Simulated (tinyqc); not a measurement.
Worked calculation: one-electron ion in a basis of Gaussians. One step of it, computed by the program tinyqc.

Problem. Matrices over normalised Gaussians. With p = a_i + a_j and I(k) = Gamma((k+1)/2) / (2 p^((k+1)/2)): S = I(2l+2), T = (2l+3) a_i a_j S / p, V = -Z I(2l+1), each divided by sqrt(S_ii S_jj).

exponents of r^l exp(-a r^2) (1/bohr^2): [0.033090, 0.079320, 0.190100, 0.455800]

Z = 1

l = 0

Give: S; T; V.

Solution.

S:
$$\begin{pmatrix}
1.0000 & 0.8703 & 0.5992 & 0.3561 \\
0.8703 & 1.0000 & 0.8703 & 0.5991 \\
0.5992 & 0.8703 & 1.0000 & 0.8702 \\
0.3561 & 0.5991 & 0.8702 & 1.0000
\end{pmatrix}$$

T (hartree):
$$\begin{pmatrix}
0.0496 & 0.0610 & 0.0507 & 0.0330 \\
0.0610 & 0.1190 & 0.1461 & 0.1214 \\
0.0507 & 0.1461 & 0.2852 & 0.3502 \\
0.0330 & 0.1214 & 0.3502 & 0.6837
\end{pmatrix}$$

V (hartree):
$$\begin{pmatrix}
-0.2903 & -0.3292 & -0.3194 & -0.2810 \\
-0.3292 & -0.4494 & -0.5097 & -0.4945 \\
-0.3194 & -0.5097 & -0.6958 & -0.7891 \\
-0.2810 & -0.4945 & -0.7891 & -1.0774
\end{pmatrix}$$
